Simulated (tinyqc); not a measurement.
From results to parameters: Hueckel model of a polar double bond. Computed by the program tinyqc.

Problem. A C=X pi bond in Hueckel theory has H_XX = alpha + h beta, H_CC = alpha and H_CX = k beta, with two electrons. Find h, k, the charge on carbon and the bond order.

x values of the two levels (E = alpha + x beta): 1.059568  -0.559568

Solution. The sum of the x values is h and their product is -k^2; the charge on carbon is h/sqrt(h^2 + 4k^2) and the bond order 2k/sqrt(h^2 + 4k^2).

h, k: 0.5000  0.7700
charge on carbon, bond order: 0.3088  0.9511
